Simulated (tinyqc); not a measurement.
Changing the valley separation dE: two-valley model of the transferred-electron effect. Computed by tinyqc, a small Python program. Command: `OMP_NUM_THREADS=1 python tinyqc.py 3011848 3011849 out.jsonl gunn sweep`. One thread of a shared host (Intel(R) Xeon(R) Processor @ 2.30GHz), about 0.02 s of CPU time with the checks.

Both kinds of valley share one electron temperature T_e, and each has a constant mobility.

Inputs (values chosen for the exercise, modelled on GaAs):

| quantity | value | unit |
|---|---|---|
| central-valley mass m1 | 0.067 | m_0 |
| satellite-valley mass m2 | 0.23 | m_0 |
| satellite valleys Z | 4 | - |
| central-valley mobility mu1 | 8300 | cm^2/(V s) |
| satellite-valley mobility mu2 | 170 | cm^2/(V s) |
| energy relaxation time tau_E | 1 | ps |
| lattice temperature T | 200 | K |

Solver: damped fixed point.

Constants: k_B = 8.617333262e-05 eV/K.

Method. Density-of-states ratio R = Z (m2/m1)^(3/2); n2/n1 = R exp(-dE/(k_B T_e)); mean mobility mu = (mu1 + mu2 n2/n1)/(1 + n2/n1); energy balance e mu F^2 = (3/2) k_B (T_e - T)/tau_E; v = mu F. Using T_e as the parameter, F(T_e) = sqrt(3 k_B (T_e - T)/(2 e mu tau_E)) and v = mu F; find the first maximum and the next minimum of v, and the most negative dv/dF between them.

One run for each value:

| valley separation dE (eV) | threshold field (kV/cm) | peak velocity (1e7 cm/s) | peak-to-valley ratio | T_e at the threshold (K) |
|---|---|---|---|---|
| 0.14 | 3.3686 | 1.2879 | 1.0272 | 535.6 |
| 0.19 | 3.4111 | 1.6278 | 1.0790 | 629.6 |
| 0.25 | 3.7339 | 1.9743 | 1.1194 | 770.3 |
| 0.34 | 4.2630 | 2.4105 | 1.1549 | 995.0 |
| 0.45 | 4.8675 | 2.8588 | 1.1794 | 1276.5 |
| 0.60 | 5.6047 | 3.3778 | 1.1984 | 1664.6 |
| 0.80 | 6.4674 | 3.9670 | 1.2126 | 2184.8 |

Describe the trends.

Over the rows, threshold field (kV/cm) rises from 3.37 to 6.47 (exponent d ln y / d ln x 0.041 between the first rows and 0.50 between the last); peak velocity (1e7 cm/s) rises from 1.29 to 3.97 (exponent d ln y / d ln x 0.77 between the first rows and 0.56 between the last); peak-to-valley ratio rises from 1.03 to 1.21 (exponent d ln y / d ln x 0.16 between the first rows and 0.041 between the last).  Left out: 0.0800, 0.110 (no negative differential mobility).

Extremes, crossings and ranges named in words are read from the listed rows.
